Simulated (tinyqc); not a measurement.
Planar ballistic transistor, top-of-the-barrier model: one step of the calculation.

At the top of the source barrier, states moving towards the drain are filled by the source (Fermi level 0) and states moving back by the drain (Fermi level -q Vd); nothing scatters. U is the shift of the band edge there, set by the capacitances CG, CD and CS (the total) and by the charge. Parabolic two-dimensional band; the source is grounded.

Question. Self-consistent potential at the barrier top. eta1 = -(E0 + U)/Vt, eta2 = eta1 - Vd/Vt, n = (N0/2)[F_0(eta1) + F_0(eta2)], F_0(x) = ln(1 + exp x). U(out) = UL + q (n - n0)/CS. Newton step: U(new) = U + (U(out) - U)/(1 + CQ/CS), CQ = (q/Vt) dn/d(eta1) with both F' summed; F_0'(x) = 1/(1 + exp(-x)).

Values chosen for this exercise; mass and valleys close to those of germanium:
- T = 200 K (temperature)
- E0 = 0.35 eV (band edge at the barrier top above the source Fermi level at zero bias)
- Vd = 0.05 V (drain voltage)

Constants: q = 1.602176634e-19 C, kB = 1.380649e-23 J/K, Vt = kB T/q. Results are converted to the units shown.

U at the start (U = UL) = -0.46455000 eV
N0 = 3.3405506e12 cm^-2
CS = 6.4786740 uF/cm^2
n0 = 5060.6492 cm^-2
UL = -0.46455000 eV

Find: eta1; eta2; n; U(out); CQ; U after iteration 1.

Answer.

eta1 = 6.646
eta2 = 3.745
n = 1.740e13 cm^-2
U(out) = -0.03429 eV
CQ = 30.68 uF/cm^2
U after iteration 1 = -0.3895 eV

Computed by the program tinyqc: `OMP_NUM_THREADS=1 python tinyqc.py 2400062 2400063 out.jsonl`, one thread of a shared Intel Xeon 2.30GHz, about 0.01 s for the whole run.
